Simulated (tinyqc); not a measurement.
Electron-beam lithography: double-Gaussian proximity function, edge placement and dose correction for parallel lines. Changing the backscatter ratio eta. Computed by tinyqc, a small Python program. Command: `OMP_NUM_THREADS=1 python tinyqc.py 3111885 3111886 out.jsonl proximity sweep`. One thread of a shared host (Intel(R) Xeon(R) Processor @ 2.30GHz), about 0.01 s of CPU time with the checks.

Lines are infinitely long. Absorbed energy is counted so that the middle of a very large area written at dose 1 receives 1; the resist develops where it exceeds 1/2.

Inputs (values chosen for the exercise, of the order of those for 20 keV electrons in resist on silicon):
```
quantity                              value               unit
forward range alpha                   0.013         micrometre
backscatter range beta                  2.2         micrometre
base dose D0                            320  microcoulomb/cm^2
width of the test line                 0.03         micrometre
pattern density around the test line   0.34                  -
```

line widths (micrometre): 0.031  0.27  1.5  0.065  0.047

gaps between the lines (micrometre): 0.16  0.11  0.092  0.12

Method:
- The first line starts at x = 0; each next one starts after the width and the gap.
- f(r) = [exp(-r^2/alpha^2)/alpha^2 + eta exp(-r^2/beta^2)/beta^2]/(pi (1 + eta)). A line from a to b at dose d gives E(x) = d [S(alpha) + eta S(beta)]/(1 + eta), S(s) = [erf((b - x)/s) - erf((a - x)/s)]/2.
- M_ij is the mean of E at the two edges of line i from line j at dose 1.
- Uncorrected edge energies are M 1. Solve M d = 1/2 for the doses d that put the mean edge energy of every line at the threshold.
- A test line of width w << beta in surroundings of density rho, all at dose d: near its edge E(x) = d [S + eta rho]/(1 + eta), S = [erf((b - x)/alpha) - erf((a - x)/alpha)]/2 for edges a and b, the second term being the background energy. Dose to size d_s = (1 + eta)/(erf(w/alpha) + 2 eta rho), dose = d_s D0; edge slope d [1 - exp(-w^2/alpha^2)]/(sqrt(pi) alpha (1 + eta)); width change per 1 % of dose = 2 x 0.01 x (1/2)/slope.

One run for each value:
```
backscatter ratio eta  largest over smallest dose  dose to size d_s  width change per 1 % of dose (nm)
0.1                                        1.0127            1.0310                            0.24704
0.3                                        1.0365            1.0807                            0.27853
0.5                                        1.0604            1.1203                            0.31002
0.7                                        1.0843            1.1526                            0.34151
0.9                                        1.1082            1.1795                            0.37300
1.1                                        1.1321            1.2021                            0.40449
1.3                                        1.1561            1.2215                            0.43598
1.5                                        1.1801            1.2383                            0.46747
1.7                                        1.2041            1.2530                            0.49896
```

Over the rows, largest over smallest dose rises from 1.01 to 1.20 (exponent d ln y / d ln x 0.021 between the first rows and 0.16 between the last); dose to size d_s rises from 1.03 to 1.25 (exponent d ln y / d ln x 0.043 between the first rows and 0.094 between the last); width change per 1 % of dose (nm) rises from 0.247 to 0.499 (exponent d ln y / d ln x 0.11 between the first rows and 0.52 between the last).

Extremes, crossings and ranges named in words are read from the listed rows.
